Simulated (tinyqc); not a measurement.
# Remanence, coercive field and barrier from the coefficients

Inverse problem. u = al P^2 + be P^4 - E P (P in uC/cm^2, E in kV/cm, u in mJ/cm^3). Find Pr, the polarisation Pc at which dE/dP = 0, Ec and the barrier u(0) - u(Pr).

al = -90.066642 kV cm/uC
be = 0.80059237 kV cm^5/uC^3

Solution. Pr^2 = -al/(2 be), Pc^2 = -al/(6 be), Ec = -(4/3) al Pc and the barrier is al^2/(4 be).

Pr = 7.50 uC/cm^2
Pc = 4.33 uC/cm^2
Ec = 520 kV/cm
barrier = 2.53e3 mJ/cm^3

Program tinyqc, `OMP_NUM_THREADS=1 python tinyqc.py 2860041 2860042 out.jsonl`; Intel Xeon 2.30GHz, shared host, one thread, about 0.01 s.
